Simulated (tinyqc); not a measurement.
UHF in the sto-3g basis, for BeH+, spin multiplicity 1, step by step. One step of it, computed by the program tinyqc.

Question. Iteration 1: building the Fock matrix. J_ij = sum D_kl (ij|kl) with D = D(alpha) + D(beta), K_ij = sum D_kl (ik|jl) for each spin; F = H + J - K(s); E = tr D H + tr D J / 2 - 0.5 sum_s tr D(s) K(s) + E_nn.

D(alpha) at the start, lower triangle:
```
            1Be 1s     1Be 2s   1Be 2px   1Be 2py    1Be 2pz     2H 1s
1Be 1s    1.021280
1Be 2s   -0.067122   0.196840
1Be 2px   0.000000   0.000000  0.000000
1Be 2py   0.000000   0.000000  0.000000  0.000000
1Be 2pz  -0.097722   0.404137  0.000000  0.000000   0.831353
2H 1s     0.006198  -0.018259  0.000000  0.000000  -0.037489  0.001694
```

D(beta) at the start, lower triangle:
```
            1Be 1s     1Be 2s   1Be 2px   1Be 2py   1Be 2pz     2H 1s
1Be 1s    1.068062
1Be 2s   -0.261131   1.001400
1Be 2px   0.000000   0.000000  0.000000
1Be 2py   0.000000   0.000000  0.000000  0.000000
1Be 2pz   0.063412  -0.261288  0.000000  0.000000  0.068199
2H 1s     0.006228  -0.018472  0.000000  0.000000  0.004813  0.000343
```

core Hamiltonian H = T + V (hartree), lower triangle:
```
            1Be 1s     1Be 2s    1Be 2px    1Be 2py    1Be 2pz      2H 1s
1Be 1s   -8.072543
1Be 2s   -1.985569  -2.307365
1Be 2px   0.000000   0.000000  -1.829738
1Be 2py   0.000000   0.000000   0.000000  -1.829738
1Be 2pz  -0.004871  -0.052488   0.000000   0.000000  -1.858356
2H 1s    -0.028269  -0.210452   0.000000   0.000000  -0.291901  -1.288275
```

Two-electron integrals (ij|kl) in chemists' order, unique and non-zero (hartree):
```
(11|11) 2.298831   (21|11) 0.392036   (21|21) 0.079539   (22|11) 0.570988
(22|21) 0.143041   (22|22) 0.417683   (31|31) 0.014607   (32|31) 0.021888
(32|32) 0.092265   (33|11) 0.569578   (33|21) 0.143083   (33|22) 0.417589
(33|33) 0.449859   (41|41) 0.014607   (42|41) 0.021888   (42|42) 0.092265
(43|43) 0.024249   (44|11) 0.569578   (44|21) 0.143083   (44|22) 0.417589
(44|33) 0.401360   (44|44) 0.449859   (51|51) 0.014607   (52|51) 0.021888
(52|52) 0.092265   (53|53) 0.024249   (54|54) 0.024249   (55|11) 0.569578
(55|21) 0.143083   (55|22) 0.417589   (55|33) 0.401360   (55|44) 0.401360
(55|55) 0.449859   (61|11) 0.005183   (61|21) 0.001064   (61|22) 0.001971
(61|33) 0.001953   (61|44) 0.001953   (61|51) 0.000124   (61|52) 0.000238
(61|55) 0.002008   (61|61) 0.000015   (62|11) 0.034719   (62|21) 0.008942
(62|22) 0.031651   (62|33) 0.030292   (62|44) 0.030292   (62|51) 0.001080
(62|52) 0.008568   (62|55) 0.034331   (62|61) 0.000139   (62|62) 0.005593
(63|31) 0.000454   (63|32) 0.002738   (63|53) 0.001167   (63|63) 0.000286
(64|41) 0.000454   (64|42) 0.002738   (64|54) 0.001167   (64|64) 0.000286
(65|11) 0.047936   (65|21) 0.012400   (65|22) 0.044898   (65|33) 0.042621
(65|44) 0.042621   (65|51) 0.001648   (65|52) 0.013113   (65|55) 0.049393
(65|61) 0.000195   (65|62) 0.008566   (65|65) 0.013200   (66|11) 0.205422
(66|21) 0.053309   (66|22) 0.204663   (66|33) 0.195520   (66|44) 0.195520
(66|51) 0.004868   (66|52) 0.051583   (66|55) 0.222690   (66|61) 0.000809
(66|62) 0.053445   (66|65) 0.085025   (66|66) 0.774606
```

nuclear repulsion = 0.82170374 hartree

Give: Coulomb J; exchange K(alpha); exchange K(beta); F(alpha); F(beta); total energy of this density.

Answer.

Coulomb J (hartree), lower triangle:
```
         1Be 1s  1Be 2s  1Be 2px  1Be 2py  1Be 2pz   2H 1s
1Be 1s   5.7371
1Be 2s   1.0657  1.9704
1Be 2px  0.0000  0.0000   1.9530
1Be 2py  0.0000  0.0000   0.0000   1.9530
1Be 2pz  0.0051  0.0235   0.0000   0.0000   1.9959
2H 1s    0.0143  0.1370   0.0000   0.0000   0.1926  0.8463
```

exchange K(alpha) (hartree), lower triangle:
```
         1Be 1s  1Be 2s  1Be 2px  1Be 2py  1Be 2pz   2H 1s
1Be 1s   2.3229
1Be 2s   0.4030  0.2193
1Be 2px  0.0000  0.0000   0.0501
1Be 2py  0.0000  0.0000   0.0000   0.0501
1Be 2pz  0.0095  0.1873   0.0000   0.0000   0.4000
2H 1s    0.0069  0.0322   0.0000   0.0000   0.0518  0.0120
```

exchange K(beta) (hartree), lower triangle:
```
          1Be 1s   1Be 2s  1Be 2px  1Be 2py  1Be 2pz   2H 1s
1Be 1s    2.3312
1Be 2s    0.3936   0.4338
1Be 2px   0.0000   0.0000   0.0981
1Be 2py   0.0000   0.0000   0.0000   0.0981
1Be 2pz  -0.0060  -0.1234   0.0000   0.0000   0.1273
2H 1s     0.0051   0.0145   0.0000   0.0000  -0.0003  0.0011
```

F(alpha) (hartree), lower triangle:
```
          1Be 1s   1Be 2s  1Be 2px  1Be 2py  1Be 2pz    2H 1s
1Be 1s   -4.6584
1Be 2s   -1.3230  -0.5562
1Be 2px   0.0000   0.0000   0.0731
1Be 2py   0.0000   0.0000   0.0000   0.0731
1Be 2pz  -0.0093  -0.2163   0.0000   0.0000  -0.2624
2H 1s    -0.0208  -0.1056   0.0000   0.0000  -0.1512  -0.4540
```

F(beta) (hartree), lower triangle:
```
          1Be 1s   1Be 2s  1Be 2px  1Be 2py  1Be 2pz    2H 1s
1Be 1s   -4.6667
1Be 2s   -1.3135  -0.7708
1Be 2px   0.0000   0.0000   0.0251
1Be 2py   0.0000   0.0000   0.0000   0.0251
1Be 2pz   0.0062   0.0944   0.0000   0.0000   0.0103
2H 1s    -0.0190  -0.0879   0.0000   0.0000  -0.0990  -0.4431
```

total energy of this density = -14.260907 hartree
